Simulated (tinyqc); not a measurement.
Avalanche multiplication and breakdown of a junction from ionisation integrals: one step, computed by the program tinyqc. Command: `OMP_NUM_THREADS=1 python tinyqc.py 3028677 3028678 out.jsonl impact walk`. One thread of a shared host (Intel(R) Xeon(R) Processor @ 2.30GHz), about 0.01 s of CPU time with the checks.

Ionisation coefficients follow the local field. Position x runs through the depletion layer from the p side (x = 0), where electrons enter, to the n side (x = w), where holes enter. The built-in voltage is neglected.

Question. Coefficients at the critical field. alpha_n = a_n exp(-(b_n/F)^c), alpha_p = a_p exp(-(b_p/F)^c).

Inputs (values chosen for the exercise, modelled on silicon):
```
quantity,value,unit
electron prefactor a_n,693000,1/cm
electron field b_n,1.25e+06,V/cm
hole prefactor a_p,1.64e+06,1/cm
hole field b_p,1.99e+06,V/cm
exponent c,1,-
```

Junction: p-i-n with uniform field.

critical field F_m = 0.3955996 MV/cm

Give: alpha_n; alpha_p; ratio k = alpha_p/alpha_n; shorter ionisation length.

Answer.

alpha_n = 29408 1/cm

alpha_p = 10720 1/cm

ratio k = alpha_p/alpha_n = 0.36453

shorter ionisation length = 0.34004 micrometre
